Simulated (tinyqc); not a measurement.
## Trap and transport parameters from the curve

Inverse problem. A layer shows an ohmic current q n0 mu V/L, then a square law (9/8) th eps0 eps_r mu V^2/L^3 above Vx = 8 q n0 L^2/(9 th eps0 eps_r), and trap filling at V_TFL = q Nt L^2/(2 eps0 eps_r). th = y/(1 + y), y = (Nc/Nt) exp(-Et/kB T). The square-law current at V is given. Find th, n0, Nt and Et.

Inputs (values chosen for the exercise):
```
symbol   value        unit                 meaning
T          250           K             temperature
eps_r        4               relative permittivity
mu       0.039  cm^2/(V s)                mobility
L           75          nm               thickness
Nc      1.2e19       cm^-3  band density of states
V            6           V                 voltage
```

Constants: q = 1.602176634e-19 C, kB = 1.380649e-23 J/K, Vt = kB T/q, eps0 = 8.8541878128e-14 F/cm where lengths are in cm. Results are converted to the units shown.

Mott-Gurney J = 0.076413307 A/cm^2
Vx = 0.62801097 V
V_TFL = 24.173960 V

Solution. The square law gives th, Vx gives n0, V_TFL gives Nt, and th with Nt gives Et.

th = 5.76e-5
n0 = 1.60e12 cm^-3
Nt = 1.90e18 cm^-3
Et = 0.250 eV

Program tinyqc, `OMP_NUM_THREADS=1 python tinyqc.py 2370172 2370173 out.jsonl`; Intel Xeon 2.30GHz, shared host, one thread, about 0.01 s.
